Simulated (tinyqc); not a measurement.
Worked calculation: RHF in the sto-3g basis, for BeH2, spin multiplicity 1. One step of it, computed by the program tinyqc.

Question. Iteration 2: building the Fock matrix. J_ij = sum D_kl (ij|kl), K_ij = sum D_kl (ik|jl); F = H + J - 0.5 K; E = tr D H + tr D J / 2 - 0.25 tr D K + E_nn.

D after iteration 1, order 1Be 1s, 1Be 2s, 1Be 2px, 1Be 2py, 1Be 2pz, 2H 1s, 3H 1s:
```
[[2.054875, -0.177637, 0.000000, 0.000000, -0.018493, -0.180026, -0.180026],
 [-0.177637, 0.672280, 0.000000, 0.000000, 0.047288, 0.462883, 0.462883],
 [0.000000, 0.000000, 0.000000, 0.000000, 0.000000, 0.000000, 0.000000],
 [0.000000, 0.000000, 0.000000, 0.532971, 0.000000, 0.423804, -0.423804],
 [-0.018493, 0.047288, 0.000000, 0.000000, 0.003344, 0.032732, 0.032732],
 [-0.180026, 0.462883, 0.000000, 0.423804, 0.032732, 0.657364, -0.016630],
 [-0.180026, 0.462883, 0.000000, -0.423804, 0.032732, -0.016630, 0.657364]]
```

core Hamiltonian H = T + V (hartree), order 1Be 1s, 1Be 2s, 1Be 2px, 1Be 2py, 1Be 2pz, 2H 1s, 3H 1s:
```
[[-8.574351, -2.115797, 0.000000, 0.000000, -0.003067, -0.406976, -0.406976],
 [-2.115797, -2.779875, 0.000000, 0.000000, -0.027643, -1.065696, -1.065696],
 [0.000000, 0.000000, -2.245979, 0.000000, 0.000000, 0.000000, 0.000000],
 [0.000000, 0.000000, 0.000000, -2.441779, 0.000000, -1.151390, 1.151390],
 [-0.003067, -0.027643, 0.000000, 0.000000, -2.248214, -0.125579, -0.125579],
 [-0.406976, -1.065696, 0.000000, -1.151390, -0.125579, -2.053050, -0.070230],
 [-0.406976, -1.065696, 0.000000, 1.151390, -0.125579, -0.070230, -2.053050]]
```

Two-electron integrals (ij|kl) in chemists' order, unique and non-zero (hartree):
```
(11|11) 2.298831    (21|11) 0.392036    (21|21) 0.079539    (22|11) 0.570988
(22|21) 0.143041    (22|22) 0.417683    (31|31) 0.014607    (32|31) 0.021888
(32|32) 0.092265    (33|11) 0.569578    (33|21) 0.143083    (33|22) 0.417589
(33|33) 0.449859    (41|41) 0.014607    (42|41) 0.021888    (42|42) 0.092265
(43|43) 0.024249    (44|11) 0.569578    (44|21) 0.143083    (44|22) 0.417589
(44|33) 0.401360    (44|44) 0.449859    (51|51) 0.014607    (52|51) 0.021888
(52|52) 0.092265    (53|53) 0.024249    (54|54) 0.024249    (55|11) 0.569578
(55|21) 0.143083    (55|22) 0.417589    (55|33) 0.401360    (55|44) 0.401360
(55|55) 0.449859    (61|11) 0.073481    (61|21) 0.014901    (61|22) 0.027027
(61|33) 0.026838    (61|41) 0.001308    (61|42) 0.002472    (61|44) 0.027414
(61|51) 0.000140    (61|52) 0.000264    (61|54) 0.000062    (61|55) 0.026844
(61|61) 0.002927    (62|11) 0.184262    (62|21) 0.046868    (62|22) 0.149873
(62|33) 0.144119    (62|41) 0.006092    (62|42) 0.037901    (62|44) 0.161053
(62|51) 0.000651    (62|52) 0.004050    (62|54) 0.001810    (62|55) 0.144312
(62|61) 0.009715    (62|62) 0.081176    (63|31) 0.004225    (63|32) 0.019967
(63|43) 0.006500    (63|53) 0.000695    (63|63) 0.007295    (64|11) 0.198820
(64|21) 0.051175    (64|22) 0.171545    (64|33) 0.161384    (64|41) 0.009855
(64|42) 0.058754    (64|44) 0.191497    (64|51) 0.000602    (64|52) 0.004145
(64|54) 0.002523    (64|55) 0.161579    (64|61) 0.011065    (64|62) 0.105510
(64|64) 0.141414    (65|11) 0.021245    (65|21) 0.005468    (65|22) 0.018330
(65|33) 0.017245    (65|41) 0.000602    (65|42) 0.004145    (65|44) 0.019073
(65|51) 0.004289    (65|52) 0.020409    (65|54) 0.006696    (65|55) 0.018655
(65|61) 0.001182    (65|62) 0.011274    (65|64) 0.014331    (65|65) 0.008826
(66|11) 0.351878    (66|21) 0.091088    (66|22) 0.326887    (66|33) 0.303307
(66|41) 0.013643    (66|42) 0.110418    (66|44) 0.372983    (66|51) 0.001458
(66|52) 0.011799    (66|54) 0.007445    (66|55) 0.304102    (66|61) 0.019330
(66|62) 0.226485    (66|64) 0.312081    (66|65) 0.033347    (66|66) 0.774606
(71|11) 0.073481    (71|21) 0.014901    (71|22) 0.027027    (71|33) 0.026838
(71|41) -0.001308   (71|42) -0.002472   (71|44) 0.027414    (71|51) 0.000140
(71|52) 0.000264    (71|54) -0.000062   (71|55) 0.026844    (71|61) 0.002676
(71|62) 0.008211    (71|64) 0.008654    (71|65) 0.001008    (71|66) 0.015795
(71|71) 0.002927    (72|11) 0.184262    (72|21) 0.046868    (72|22) 0.149873
(72|33) 0.144119    (72|41) -0.006092   (72|42) -0.037901   (72|44) 0.161053
(72|51) 0.000651    (72|52) 0.004050    (72|54) -0.001810   (72|55) 0.144312
(72|61) 0.008211    (72|62) 0.041556    (72|64) 0.043583    (72|65) 0.005704
(72|66) 0.085338    (72|71) 0.009715    (72|72) 0.081176    (73|31) 0.004225
(73|32) 0.019967    (73|43) -0.006500   (73|53) 0.000695    (73|63) 0.002924
(73|73) 0.007295    (74|11) -0.198820   (74|21) -0.051175   (74|22) -0.171545
(74|33) -0.161384   (74|41) 0.009855    (74|42) 0.058754    (74|44) -0.191497
(74|51) -0.000602   (74|52) -0.004145   (74|54) 0.002523    (74|55) -0.161579
(74|61) -0.008654   (74|62) -0.043583   (74|64) -0.044277   (74|65) -0.005893
(74|66) -0.088818   (74|71) -0.011065   (74|72) -0.105510   (74|74) 0.141414
(75|11) 0.021245    (75|21) 0.005468    (75|22) 0.018330    (75|33) 0.017245
(75|41) -0.000602   (75|42) -0.004145   (75|44) 0.019073    (75|51) 0.004289
(75|52) 0.020409    (75|54) -0.006696   (75|55) 0.018655    (75|61) 0.001008
(75|62) 0.005704    (75|64) 0.005893    (75|65) 0.003689    (75|66) 0.011955
(75|71) 0.001182    (75|72) 0.011274    (75|74) -0.014331   (75|75) 0.008826
(76|11) 0.011837    (76|21) 0.002933    (76|22) 0.008339    (76|33) 0.008210
(76|44) 0.008563    (76|51) 0.000083    (76|52) 0.000410    (76|55) 0.008240
(76|61) 0.000557    (76|62) 0.003089    (76|64) 0.003584    (76|65) 0.000470
(76|66) 0.006930    (76|71) 0.000557    (76|72) 0.003089    (76|74) -0.003584
(76|75) 0.000470    (76|76) 0.000171    (77|11) 0.351878    (77|21) 0.091088
(77|22) 0.326887    (77|33) 0.303307    (77|41) -0.013643   (77|42) -0.110418
(77|44) 0.372983    (77|51) 0.001458    (77|52) 0.011799    (77|54) -0.007445
(77|55) 0.304102    (77|61) 0.015795    (77|62) 0.085338    (77|64) 0.088818
(77|65) 0.011955    (77|66) 0.177804    (77|71) 0.019330    (77|72) 0.226485
(77|74) -0.312081   (77|75) 0.033347    (77|76) 0.006930    (77|77) 0.774606
```

nuclear repulsion = 3.00674921 hartree

Give: Coulomb J; exchange K; Fock matrix F; total energy of this density.

Answer.

Coulomb J (hartree), order 1Be 1s, 1Be 2s, 1Be 2px, 1Be 2py, 1Be 2pz, 2H 1s, 3H 1s:
```
[[6.364, 1.233, 0.000, 0.000, 0.006, 0.233, 0.233],
 [1.233, 2.608, 0.000, 0.000, 0.040, 0.989, 0.989],
 [0.000, 0.000, 2.537, 0.000, 0.000, 0.000, 0.000],
 [0.000, 0.000, 0.000, 2.737, 0.000, 1.162, -1.162],
 [0.006, 0.040, 0.000, 0.000, 2.539, 0.129, 0.129],
 [0.233, 0.989, 0.000, 1.162, 0.129, 2.356, 0.054],
 [0.233, 0.989, 0.000, -1.162, 0.129, 0.054, 2.356]]
```

exchange K (hartree), order 1Be 1s, 1Be 2s, 1Be 2px, 1Be 2py, 1Be 2pz, 2H 1s, 3H 1s:
```
[[4.627, 0.814, 0.000, 0.000, -0.001, 0.157, 0.157],
 [0.814, 0.857, 0.000, 0.000, 0.070, 0.566, 0.566],
 [0.000, 0.000, 0.152, 0.000, 0.000, 0.000, 0.000],
 [0.000, 0.000, 0.000, 0.938, 0.000, 0.644, -0.644],
 [-0.001, 0.070, 0.000, 0.000, 0.159, 0.064, 0.064],
 [0.157, 0.566, 0.000, 0.644, 0.064, 1.112, 0.018],
 [0.157, 0.566, 0.000, -0.644, 0.064, 0.018, 1.112]]
```

Fock matrix F (hartree), order 1Be 1s, 1Be 2s, 1Be 2px, 1Be 2py, 1Be 2pz, 2H 1s, 3H 1s:
```
[[-4.523, -1.290, 0.000, 0.000, 0.004, -0.253, -0.253],
 [-1.290, -0.600, 0.000, 0.000, -0.022, -0.360, -0.360],
 [0.000, 0.000, 0.216, 0.000, 0.000, 0.000, 0.000],
 [0.000, 0.000, 0.000, -0.174, 0.000, -0.312, 0.312],
 [0.004, -0.022, 0.000, 0.000, 0.212, -0.029, -0.029],
 [-0.253, -0.360, 0.000, -0.312, -0.029, -0.253, -0.025],
 [-0.253, -0.360, 0.000, 0.312, -0.029, -0.025, -0.253]]
```

total energy of this density = -15.53092 hartree
